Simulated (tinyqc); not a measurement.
Interband optics of a two-band s-p chain from momentum matrix elements: sweeps and comparisons. A value that a table varies takes the place of the one given here.

H(k) = [[Es - 2 ts cos ka, 2i V sin ka], [-2i V sin ka, Ep_ + 2 tp cos ka]] in the basis s, p; the lower band is full, with two electrons a cell. The velocity operator times hbar is W = dH/dk (eV angstrom); intra-atomic dipoles are left out.

With w(k) = |<c|W|v>|^2 and D(k) = Ec - Ev, on the mesh k_j = (j + 1/2)/N (2 pi/a): eps(E) = 1 + (8 pi e2/(a Ar)) mean_j (w/D^2) [1/(D - E - i eta) + 1/(D + E + i eta)], e2 = e^2/(4 pi eps0); light polarised along the chains, no local fields.

Constants: e^2/(4 pi eps0) = 14.39964547 eV angstrom; hbar^2/2m0 = 3.80998211 eV angstrom^2.

Values chosen for the exercise: a = 2.29 angstrom (period); Es = 3.48 eV (upper orbital (s)); Ep_ = -3.15 eV (lower orbital (p)); ts = 0.49 eV (s-s hopping); tp = 0.62 eV (p-p hopping); V = 1.21 eV (s-p hopping); Ar = 8.1 angstrom^2 (cross-section per chain); eta = 0.1 eV (Lorentzian half width); E = 3.12 eV (photon energy).

## Joint density of states against eps2

Mesh of 2000 points. J(E) = mean of (eta/pi)/((E - D)^2 + eta^2). The fourth column is J times the constant (8 pi^2 e2/(a Ar)) mean(w/D^2). R = |(sqrt(eps) - 1)/(sqrt(eps) + 1)|^2.

Spectrum:
```
E (eV)  J (1/eV)   eps2  eps2 with constant element     eps1      R
3.81       0.010  0.642                       0.204    6.991  0.205
4.33       0.103  8.801                       2.081   15.083  0.392
4.84       0.138  7.857                       2.789   -3.149  0.488
5.36       0.108  3.176                       2.184   -2.395  0.473
5.88       0.101  1.436                       2.034   -1.289  0.443
6.39       0.101  0.650                       2.048   -0.344  0.325
6.91       0.108  0.284                       2.191    0.530  0.031
7.43       0.124  0.199                       2.508    1.445  0.010
7.94       0.158  0.446                       3.190    2.662  0.061
8.46       0.272  2.032                       5.504    5.409  0.178
8.98       0.533  9.236                      10.782  -10.033  0.690
9.49       0.036  0.554                       0.728   -2.904  0.849
```

How do the results move?

Transitions span 4.410 to 8.894 eV. Among the energies listed J peaks at 8.98 eV and eps2 at 8.98 eV. The ratio of eps2 to the constant-element value is 2.82 at 4.84 eV and 0.37 at 8.46 eV: w/D^2 is 1.579 angstrom^2 at the zone centre and 0.392 at the edge.

## Mesh against broadening

eps2 at E for three widths, and eps(0) at eta = 0; the last row is the mesh of 2000 points.

Convergence:
```
N     eta = 0.03 eV  eta = 0.1 eV  eta = 0.3 eV  eps(0)
4             0.006         0.018         0.055  1.9454
8             0.035         0.115         0.337  3.0691
16            0.051         0.171         0.494  3.2688
32            0.052         0.173         0.500  3.2704
64            0.052         0.173         0.500  3.2704
128           0.052         0.173         0.500  3.2704
2000          0.052         0.173         0.500  3.2704
```

What does this show, and why?

The first N from which eps2 stays within 2 % of the last row is 16 for eta = 0.03, 16 for 0.1 and 16 for 0.3 eV; for eps(0) and 0.1 % it is 16. E lies outside the range of transitions, so eps2 is only the tail of the broadening and grows with eta.

## Static constant against the gap

Es takes the values listed; mesh of 400 points; the Penn-type estimate is 1 + 8 pi c e2 n_eff/(a Ar Dm^2) with Dm the f-weighted mean of D, f = w/(c D), n_eff = 2 mean(f), c = hbar^2/2m0.

Results:
```
Es (eV)  smallest D (eV)  Dm (eV)  n_eff  eps(0)  estimate
3.18               4.110    6.539  1.116   3.650     2.940
3.48               4.410    6.834  1.076   3.270     2.713
3.98               4.910    7.325  1.015   2.789     2.407
4.48               5.410    7.816  0.960   2.438     2.168
5.48               6.410    8.801  0.865   1.974     1.830
6.48               7.410    9.787  0.786   1.693     1.610
8.48               9.410   11.765  0.663   1.388     1.356
```

What does this show, and why?

eps(0) - 1 falls from 2.650 to 0.388, as Dm^-3.27; a fixed n_eff would give the power -2, and n_eff goes from 1.116 to 0.663. The single-gap estimate is low by 26.8 % of eps(0) - 1 in the first row and 8.2 % in the last, since 1/D^2 favours the smallest separations. n_eff need not equal the 2 electrons of the cell: a two-orbital basis with chosen hoppings does not obey the free-electron sum rule.

## What moves the optical response

Mesh of 400 points; n_eff = 2 mean(w/(c D)), c = hbar^2/2m0. Each row changes one parameter from the base and keeps the others.

Results:
```
case                  smallest D (eV)  largest D (eV)  n_eff  eps(0)
base                            4.410           8.894  1.076   3.270
a = 2.405 angstrom              4.410           8.894  1.187   3.384
Es = 3.78 eV                    4.710           9.179  1.039   2.963
ts = 0.588 eV                   4.214           9.054  1.085   3.433
V = 1.331 eV                    4.410           9.031  1.264   3.630
Ar = 8.91 angstrom^2            4.410           8.894  1.076   3.064
```

How do the results move?

The largest shifts from the base row, up to three for each result and ties (the steps differ in size, so this ranks the rows, not the parameters). smallest D (eV): Es +0.300, ts -0.196; unchanged at the printed digits by a, V and Ar. largest D (eV): Es +0.285, ts +0.160, V +0.137; unchanged at the printed digits by a and Ar. n_eff: V +0.187, a +0.111, Es -0.037; unchanged at the printed digits by Ar. eps(0): V +0.359, Es -0.308, Ar -0.206.

Run: tinyqc, `OMP_NUM_THREADS=1 python tinyqc.py 1651834 1651835 out.jsonl`; Intel(R) Xeon(R) Processor @ 2.30GHz, one thread, shared host; about 0.01 s of CPU time with all checks.
